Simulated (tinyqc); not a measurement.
Resistance of a source-drain extension with a graded tip: one step of the calculation.

y runs along the channel, the gate covers y > 0. The doping is N0 for y < y0 and N0 10^(-(y - y0)/la) beyond, uniform over the depth xj. Sheet conductance s(y) = q mu(N) max(N - Nch, 0) xj + (for y > 0) ma Cox Vo, with mu(N) = u0 + (u1 - u0)/(1 + (N/Nr)^au) and Cox = eps0 eox/tox. Current is taken as one-dimensional; depletion of the tip, spreading and the contact are left out. The metallurgical junction lies at yj, where N = Nch.

Task. Resistance of the overlapped part. Midpoint rule on 10 equal steps from 0 to yj: R_ov = sum h/s(y), per width.

Parameters, values chosen for the exercise; mobility law close to that of electrons in silicon:
```
symbol   value        unit                                                                 meaning
eox       9.05              relative permittivity of the gate insulator (close to aluminium oxide)
tox        2.6          nm                                                     insulator thickness
N0      6.7e19       cm^-3                        active doping of the extension far from the gate
la         6.9   nm/decade                                                      lateral abruptness
y0         3.6          nm          position under the gate where the fall begins (gate edge at 0)
xj          13          nm                                                  depth of the extension
Nch     2.2e18       cm^-3                                                          channel doping
Vo        0.41           V                                                          gate overdrive
ma         250  cm^2/(V s)                                      mobility of the gate-induced layer
u1        1414  cm^2/(V s)                                                  mobility at low doping
u0        68.5  cm^2/(V s)                                                 mobility at high doping
Nr      9.2e16       cm^-3                                                        reference doping
au       0.711                                                                            exponent
```

Constants: q = 1.602176634e-19 C, eps0 = 8.8541878128e-14 F/cm where lengths are in cm. Results are converted to the units shown.

Give: y; N; doped conductance; sheet resistance; R_ov.

Result.

y, point 0 to 9 (nm): [0.6919, 2.076, 3.459, 4.843, 6.227, 7.610, 8.994, 10.38, 11.76, 13.15]
N, point 0 to 9 (cm^-3): [6.700e19, 6.700e19, 6.700e19, 4.425e19, 2.789e19, 1.757e19, 1.107e19, 6.979e18, 4.398e18, 2.771e18]
doped conductance, point 0 to 9 (uS): [1090, 1090, 1090, 744.2, 488.2, 319.8, 206.5, 127.1, 68.38, 21.21]
sheet resistance, point 0 to 9 (ohm/square): [711.0, 711.0, 711.0, 943.3, 1244, 1573, 1914, 2257, 2602, 2966]
R_ov = 21.63 ohm um

Program tinyqc, `OMP_NUM_THREADS=1 python tinyqc.py 2282156 2282157 out.jsonl`; Intel Xeon 2.30GHz, shared host, one thread, about 0.03 s.
